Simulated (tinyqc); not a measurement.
Scale length and barrier from the threshold roll-off.

Inverse problem. For L well above Lambda the threshold falls by 2 m sqrt(A (A + Vds)) exp(-pi L/(2 Lambda)), A being the height of the source potential over the barrier top; the two values follow this form. Find Lambda and A.

Inputs (values chosen for the exercise):

| symbol | value | unit | meaning |
|---|---|---|---|
| m | 1 |  | long-channel body factor |
| Vds | 0.6 | V | drain voltage |

threshold lowering at L = 45 and 73 nm (mV): [54.225055, 7.8117299]

Solution. The ratio of the two values gives Lambda; the prefactor gives A (A + Vds), a quadratic with one positive root.

Lambda = 22.70 nm
A = 0.3800 V

Program tinyqc, `OMP_NUM_THREADS=1 python tinyqc.py 2420052 2420053 out.jsonl`; Intel Xeon 2.30GHz, shared host, one thread, about 0.01 s.
